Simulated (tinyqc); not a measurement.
Inside a calculation. Model: Frenkel-Kontorova chain: a misfit dislocation (kink) in a monolayer on a periodic substrate. Computed by tinyqc, a small Python program that keeps every step. Command: `OMP_NUM_THREADS=1 python tinyqc.py 3005185 3005186 out.jsonl fkchain walk`. One thread of a shared host (Intel(R) Xeon(R) Processor @ 2.30GHz), about 0.01 s of CPU time with the checks. Intermediate numbers are printed to about 6 digits and carried at full precision; extremes and crossings named in words are read from the listed rows.

E = sum_j [(k/2)(x_(j+1) - x_j - b)^2 + (W/2)(1 - cos(2 pi x_j/a))], x_j = a (j + u_j). A kink takes u from 0 to 1: the chain is stretched by one period and has one atom fewer than wells.

Inputs (values chosen for the exercise, for a model overlayer): spring constant k = 3.47 eV/angstrom^2; substrate period a = 4.05 angstrom; corrugation W = 3.44 eV; misfit f = (b - a)/a = 0.34; atoms on each side n = 9; atomic mass M = 117 u.

Relaxation: Newton steps.

Constants: nu for 1 eV/(angstrom^2 u) = 15.6333042 THz.

## Continuum limit

l0 = sqrt(k a^2/(2 W)); kink u(j) = (2/pi) arctan exp(pi j/l0); kink energy at f = 0: E0 = (4/pi) W l0; with misfit E0 - k a^2 f; kinks become favourable at f_c = 2/(pi l0), and a coherent chain with free ends loses stability at f_m = 1/l0. Lowest vibration of the flat chain: nu0 = 15.6333042 THz x sqrt(2 pi^2 W/(a^2 M)).

kink width l0 = 2.87624

kink energy E0 = 12.5978 eV

kink energy with misfit = -6.75389 eV

critical misfit f_c = 0.221337

limit f_m = 0.347676

gap frequency nu0 = 2.94067 THz

f_c < f < f_m: kinks lower the energy, but must enter over a barrier at the ends. Caution: a corrugation above 1 eV is larger than real overlayers usually show; it is chosen to keep the kink narrow. Caution: for l0 below about 3 the kink spans few atoms, and the continuum kink energy is off by about 2 per cent or more.

## Start between two atoms

Discrete chain at f = 0, ends held at u = 0 and 1: E = (k a^2/2) sum (u_(j+1) - u_j)^2 + (W/2) sum (1 - cos 2 pi u_j), gradient g_j = k a^2 (2 u_j - u_(j-1) - u_(j+1)) + pi W sin(2 pi u_j), Hessian 2 k a^2 + 2 pi^2 W cos(2 pi u_j) on the diagonal and -k a^2 beside it. Free atoms j = -n..n-1 start from the continuum shape centred half-way, at j + 1/2.

u at the start: [0.000059, 0.000176, 0.000525, 0.001566, 0.004669, 0.013917, 0.041435, 0.122169, 0.334210, 0.665790, 0.877831, 0.958565, 0.986083, 0.995331, 0.998434, 0.999475, 0.999824, 0.999941]

E at the start = 12.3793 eV

gradient (eV): [0.00071, -0.00124, -0.00369, -0.01100, -0.03274, -0.09605, -0.24706, 0.03110, 2.52555, -2.52555, -0.03110, 0.24706, 0.09605, 0.03274, 0.01100, 0.00369, 0.00124, -0.00071]

## Relaxation

Start as above (continuum shape at j + 1/2, j = -n..n-1, l0 = sqrt(k a^2/(2 W))). u(new) = u - H^-1 g; stop when the largest gradient is below 1e-9 eV.

Course:
```
step   E (eV)  largest gradient (eV)
1     12.3793            2.52555e+00
2     12.3252            9.10448e-02
3     12.3251            1.18495e-04
4     12.3251            2.10491e-10
```

relaxed u: [0.000067, 0.000215, 0.000619, 0.001763, 0.005009, 0.014229, 0.040403, 0.114262, 0.313027, 0.686973, 0.885738, 0.959597, 0.985771, 0.994991, 0.998237, 0.999381, 0.999785, 0.999933]

energy, centre between atoms = 12.3251 eV

last gradient = 2.10491e-10 eV

Converged; the discrete energy is 0.9784 of the continuum value, which puts the discrete f_c = E/(k a^2) at 0.2165.

## Peierls barrier

Repeat by Newton steps with an atom at the centre (j = -n..n, u_0 = 1/2). Barrier = difference of the two energies; the lowest Hessian eigenvalue tells minimum from saddle.

energy, centre on an atom = 12.4067 eV

Peierls barrier = 81.6148 meV

lowest eigenvalue, between atoms = 7.00464 eV

lowest eigenvalue, on an atom = -6.59971 eV

The atom-centred kink, with an atom on top of the corrugation, is a saddle and the other a minimum. The barrier is 2.4 % of W, what one atom alone would climb.

## Kink density above f_c

Frank and van der Merwe: the modulus q solves f = 2 E(q)/(pi l0 q), and the kinks per atom are pi/(2 l0 q K(q)), with the complete elliptic integrals K and E; strain left = f - density (for f above f_c = 2/(pi l0)).

Continuum ground state:
```
f              q  kinks per atom  strain left
0.2224  0.999044        0.120995     0.101405
0.2258  0.995241        0.147461     0.078339
0.2324  0.986693        0.172023     0.060377
0.2435  0.970692        0.198173     0.045327
0.2656  0.936223        0.235283     0.030317
0.3099  0.865428        0.292876     0.017024
0.3763  0.767301        0.367338     0.008962
0.4869  0.635352        0.482882     0.004018
```

0.48 % above f_c the density is already 0.54 of f: kinks repel only exponentially, so they flood in, as 1/|ln(f - f_c)|. At 2.2 f_c they take up 99.2 % of the misfit and the layer floats nearly free.

Checks made by the program: energy against a quasi-Newton minimiser (relative difference below 1e-10).
